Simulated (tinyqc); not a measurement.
Changing the z J_AB: two-sublattice mean-field magnet: ferrimagnet, compensation points and susceptibility. Computed by tinyqc, a small Python program. Command: `OMP_NUM_THREADS=1 python tinyqc.py 3006126 3006127 out.jsonl ferri sweep`. One thread of a shared host (Intel(R) Xeon(R) Processor @ 2.30GHz), about 0.03 s of CPU time with the checks.

A random alloy A(1-x)B(x) with H = -sum over pairs J S_i.S_j. a = <S_A> and b = <S_B> are taken along z, a > 0. Exchange fields: h_A = (1 - x) zJ_AA a + x zJ_AB b, h_B = (1 - x) zJ_AB a + x zJ_BB b; a = S_A B_(S_A)(S_A h_A/(k_B T)) and likewise for b, with the Brillouin function B_S(y) = [(2S + 1)/(2S)] coth[(2S + 1) y/(2S)] - [1/(2S)] coth[y/(2S)].

Inputs (values chosen for the exercise, for a model ferrimagnet):
```
quantity                 value  unit
spin S_A                     2     -
spin S_B                   1.5     -
g factor g_A               2.2     -
g factor g_B                 2     -
fraction x of B sites     0.33     -
z J_AA                    37.9   meV
z J_BB                     3.5   meV
T over T_c                0.36     -
largest number of steps   3000     -
```

Constants: k_B = 8.617333262e-05 eV/K.

Method:
- Linearised, T (a, b) = M (a, b) with M_ij = S_i (S_i + 1) c_j zJ_ij/(3 k_B), c_A = 1 - x, c_B = x. T_c is the larger eigenvalue, and its eigenvector gives b/a at onset, (T_c - M_AA)/M_AB.
- Repeat from a = S_A, b = -S_B until a and b change by less than 1e-10.
- Net moment m = (1 - x) g_A a + x g_B b in mu_B per site; net spin s = (1 - x) a + x b. At T = 0, a = S_A and b = -S_B. Effective g = m/s.
- T_M: m = 0; T_A: s = 0; searched between 0.02 and 0.97 T_c, and given as 0 if there is no change of sign.

One run for each value:
```
z J_AB (meV)  T_c (K)       b  net moment m (mu_B)  magnetic compensation T_M (K)
-38.0           738.3  -1.380                1.952                              0
-33.0           706.8  -1.350                1.973                              0
-28.0           677.6  -1.306                2.002                              0
-22.0           646.6  -1.222                2.056                              0
-17.0           624.7  -1.105                2.129                              0
-12.0           607.5  -0.914                2.249                              0
-7.0            595.6  -0.613                2.440                              0
-1.9            589.8  -0.181                2.720                              0
```

What does the table show?

Over the rows, T_c (K) falls from 738 to 590; b rises from -1.38 to -0.181; net moment m (mu_B) rises from 1.95 to 2.72.

Extremes, crossings and ranges named in words are read from the listed rows.
